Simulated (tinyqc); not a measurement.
## Long-channel MOSFET, surface-potential model: potential, charge and velocity along the channel

n-channel transistor on a uniformly doped p-type body, gradual-channel approximation, constant mobility, Boltzmann statistics, full ionisation. Potentials are counted from the neutral body; V is the electron quasi-Fermi potential, Vsb at the source and Vsb + Vds at the drain. Charges are magnitudes per area.

ni = sqrt(Nc Nv) exp(-Eg/(2 Vt)), Eg in volts; phiF = Vt ln(Na/ni); Cox = eps0 eox/tox; gamma = sqrt(2 q eps0 eps_r Na)/Cox. The surface potential psi at channel potential V solves Vgs + Vsb - Vfb - psi = gamma sqrt(G), G = psi - Vt + Vt exp((psi - 2 phiF - V)/Vt). Charge sheet: Qi = Cox gamma [sqrt(G) - sqrt(psi - Vt)]; I = mu (W/L) [integral of Qi dpsi from psi_0 to psi_L (drift) + Vt (Qi0 - QiL) (diffusion)], with psi_0 at V = Vsb and psi_L at V = Vsb + Vds. The current is the same at every point, so the place y where the channel potential is Vsb + v follows from y/L = I(Vds = v)/I(Vds); the mean carrier velocity is I/(W Qi).

Values chosen for this exercise; material values close to those of silicon:
- T = 300 K (temperature)
- Eg = 1.13 eV (band gap)
- eps_r = 11.9 (relative permittivity of the semiconductor)
- Nc = 2.83e19 cm^-3 (conduction-band density of states at T)
- Nv = 2.69e19 cm^-3 (valence-band density of states at T)
- Na = 6.3e15 cm^-3 (acceptor density of the body)
- eox = 24.9 (relative permittivity of the gate insulator)
- tox = 170 nm (insulator thickness)
- Vfb = -0.8 V (flat-band voltage)
- mu = 190 cm^2/(V s) (channel mobility)
- W = 5 um (gate width)
- L = 0.5 um (gate length)
- Vsb = 0.3 V (source-body reverse bias)
- Vgs = 0.75 V (gate-source voltage)
- Vds = 0.05 V (drain-source voltage)

Constants: q = 1.602176634e-19 C, kB = 1.380649e-23 J/K, Vt = kB T/q, eps0 = 8.8541878128e-14 F/cm where lengths are in cm. Results are converted to the units shown.

Along the channel:

| v (V) | psi (V) | Qi (nC/cm^2) | y/L | velocity (cm/s) |
|---|---|---|---|---|
| 0.006 | 1.126 | 45.55 | 0.1284 | 1.760e5 |
| 0.012 | 1.131 | 44.73 | 0.2545 | 1.792e5 |
| 0.019 | 1.138 | 43.77 | 0.3988 | 1.831e5 |
| 0.025 | 1.143 | 42.95 | 0.5199 | 1.866e5 |
| 0.031 | 1.148 | 42.14 | 0.6387 | 1.902e5 |
| 0.038 | 1.155 | 41.19 | 0.7745 | 1.946e5 |
| 0.044 | 1.160 | 40.37 | 0.8884 | 1.986e5 |
| 0.05 | 1.165 | 39.56 | 1.000 | 2.026e5 |

What do the numbers show?

Half of the listed voltage range, v = 0.025 V, is reached at y/L = 0.520. The charge falls from 45.6 to 39.6 nC/cm^2 over the rows, so the velocity rises by a factor of 1.15 to keep the current constant.

tinyqc, about 0.03 s, one thread, Intel Xeon 2.30GHz (shared host): `OMP_NUM_THREADS=1 python tinyqc.py 2360036 2360037 out.jsonl`
